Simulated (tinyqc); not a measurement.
Three regimes over temperature: precursor delivery and alloy composition in metal-organic vapour-phase epitaxy. Computed by tinyqc, a small Python program. Command: `OMP_NUM_THREADS=1 python tinyqc.py 3026561 3026562 out.jsonl movpe walk`. One thread of a shared host (Intel(R) Xeon(R) Processor @ 2.30GHz), about 0.01 s of CPU time with the checks.

Carrier gas leaves each bubbler saturated. Group-III species cross a boundary layer and react at the surface; element 2 can also desorb. The film is (1)_(1-x) (2)_x V with a zinc-blende cell.

Inputs (values chosen for the exercise, close to those used for InGaAs from TMGa and TMIn):
```
quantity,value,unit
source 1: a in log10(p/torr) = a - b/T,8.07,-
source 1: b,1703,K
source 1: bath temperature,-1,C
source 1: carrier flow,30,sccm
source 2: a,10.52,-
source 2: b,3014,K
source 2: bath temperature,29,C
source 2: carrier flow,460,sccm
bubbler pressure p_b,760,torr
group-V hydride flow,130,sccm
total flow,8.3,slm
reactor pressure p,760,torr
diffusivity D0 at 273.15 K and 760 torr,0.32,cm^2/s
boundary layer delta,1.4,cm
prefactor of the surface rate k_s,2.1e+13,cm/s
energy of k_s,1.88,eV
prefactor of the loss of element 2,5.4e+16,layers/s
energy of the loss,3.2,eV
lattice constant a,5.75,angstrom
```

Constants: k_B = 1.380649e-23 J/K; k_B = 8.617333262e-05 eV/K.

Method:
- Temperatures in kelvin are T(C) + 273.15.
- Vapour pressure p_v = 10^(a - b/T); precursor flow = carrier flow x p_v/(p_b - p_v); 1 sccm = 44.615 micromol/min; V/III = hydride flow over the sum of both; gas share x_g = F2/(F1 + F2).
- Partial pressure p_i = p F_i/(44615 x total flow in slm); density n_i = p_i/(k_B T), 1 torr = 133.322 Pa; D = D0 (T/273.15)^1.75 (760/p), h = D/delta, the same for both; k_s = prefactor x exp(-energy/(k_B T)); arrival J_i = n_i/(1/h + 1/k_s); in layers per second g_i = J_i a^2/2 (two group-III sites per a^2 on (001)).
- Loss of element 2 is r x with r = prefactor x exp(-energy/(k_B T)). Then x = (g2 - r x)/(g1 + g2 - r x), or r x^2 - (g1 + g2 + r) x + g2 = 0, smaller root; growth rate G = g1/(1 - x) layers/s; one layer is a/2 thick, 1 angstrom/s = 0.36 um/h.

molar flows (micromol/min): F1 125.024, F2 95.1164

gas share x_g = 0.432072

Growth:
```
T (C),k_s/h,r (layers/s),x,G (um/h)
450,1.3218e+00,2.6974e-06,0.43207,7.381
500,8.2729e+00,7.4678e-05,0.43207,12.161
550,4.1154e+01,1.3811e-03,0.43205,13.948
600,1.6933e+02,1.8287e-02,0.43176,14.837
650,5.9448e+02,1.8304e-01,0.42909,15.463
700,1.8255e+03,1.4459e+00,0.40972,15.576
750,5.0015e+03,9.3326e+00,0.30934,13.827
800,1.2425e+04,5.0629e+01,0.11836,11.228
850,2.8362e+04,2.3627e+02,0.03055,10.566
```

What follows from these numbers?

G peaks at 700 C among these rows. Between the first rows the apparent energy is 0.48 eV, against 1.88 eV for k_s, as control is already mixed; Among these rows x stays within 2 % of x_g up to 650 C and then falls, to 0.031 in the last row, as element 2 desorbs. Caution: in these rows, too, a is fixed and both precursors share one D and k_s.

Extremes, crossings and ranges named in words are read from the listed rows.
